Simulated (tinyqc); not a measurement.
# From one set of inputs to another, one input at a time

Model: charge neutrality of a doped semiconductor with incomplete ionisation. Computed by tinyqc, a small Python program. Command: `OMP_NUM_THREADS=1 python tinyqc.py 3019354 3019355 out.jsonl dopant ladder`. One thread of a shared host (Intel(R) Xeon(R) Processor @ 2.30GHz), about 0.09 s of CPU time with the checks.

Energies are counted from the top of the valence band; E_D is measured down from the conduction band and E_A up from the valence band.

The inputs printed are set A. Inputs not listed in the table keep their values of set A, so the rows need not describe a real material.

Inputs (values chosen for the exercise, modelled on InAs):

| quantity | value | unit |
|---|---|---|
| gap at 0 K E_g0 | 0.425 | eV |
| Varshni alpha | 0.000269 | eV/K |
| Varshni beta | 91.7 | K |
| electron mass m_e | 0.0266 | m_0 |
| valleys M_c | 1 | - |
| hole mass m_h | 0.422 | m_0 |
| acceptor density N_A | 2e+17 | cm^-3 |
| acceptor depth E_A | 0.0193 | eV |
| acceptor degeneracy g_A | 4 | - |
| temperature T | 350 | K |
| iteration cap | 60 | - |

Doping: p-type. Statistics of the bands: Fermi-Dirac. Solver: Newton steps on the logarithm. Start of Newton steps: intrinsic level E_i.

Constants: m_0 = 9.1093837015e-31 kg; k_B = 1.380649e-23 J/K; h = 6.62607015e-34 J s; k_B = 8.617333262e-05 eV/K.

Method:
- E_g = E_g0 - alpha T^2/(T + beta).
- N_c = 2 M_c (2 pi m_e k_B T/h^2)^(3/2) and N_v = 2 (2 pi m_h k_B T/h^2)^(3/2), masses in units of m_0.
- n_i = sqrt(N_c N_v) exp(-E_g/(2 k_B T)); E_i = E_g/2 + (k_B T/2) ln(N_v/N_c).
- n = N_c F_1/2((E_F - E_g)/k_B T), p = N_v F_1/2(-E_F/k_B T).
- F_1/2(eta) = (2/sqrt(pi)) int_0^infinity sqrt(x)/(1 + exp(x - eta)) dx, by the trapezoid rule in t = sqrt(x) with step 0.02 up to t = 12 (for eta < -12 by exp(eta) - exp(2 eta)/2^(3/2)).
- N_A- = N_A/(1 + g_A exp((E_A - E_F)/k_B T)).
- Neutrality: p + N_D+ = n + N_A-; the log ratio is ln[(p + N_D+)/(n + N_A-)].
- Newton steps from the start named, with the slope from a central difference of 1e-6 eV; the function is the log ratio y = ln[(p + N_D+)/(n + N_A-)]; the bracket -0.3 to E_g + 0.3 eV is narrowed by the sign of y at each step, and a step that would leave it is replaced by its midpoint; stop when |log ratio| < 1e-9.

Each row keeps all changes above it:

| input moved | from | to | distance of E_F from the majority band edge (eV) | ionised share of the acceptors | minority density n (cm^-3) |
|---|---|---|---|---|---|
| set A | - | - | 0.11775 | 0.86736 | 6.1273e+13 |
| hole mass m_h (m_0) | 0.422 | 1.55 | 0.17317 | 0.97623 | 3.8456e+14 |
| gap at 0 K E_g0 (eV) | 0.425 | 2.82 | 0.17323 | 0.97628 | 1.2582e-20 |
| acceptor density N_A (cm^-3) | 2e+17 | 4.3e+17 | 0.15088 | 0.95149 | 5.9970e-21 |
| acceptor depth E_A (eV) | 0.0193 | 0.195 | 0.19666 | 0.20895 | 2.7360e-20 |
| electron mass m_e (m_0) | 0.0266 | 0.484 | 0.19666 | 0.20895 | 2.1235e-18 |

Where does the difference come from?

Distance of E_F from the majority band edge goes from 0.118 to 0.197, a factor 1.67 in all. The largest single move comes from hole mass m_h (a factor 1.47), and acceptor density N_A works against it (a factor 0.871). Ionised share of the acceptors goes from 0.867 to 0.209, a factor 0.241 in all. The largest single move comes from acceptor depth E_A (a factor 0.220). Minority density n goes from 6.13e13 to 2.12e-18, a factor 3.47e-32 in all. The largest single move comes from gap at 0 K E_g0 (a factor 3.27e-35). The single moves hold for this order of the switches; the total does not depend on the order.

Extremes, crossings and ranges named in words are read from the listed rows.
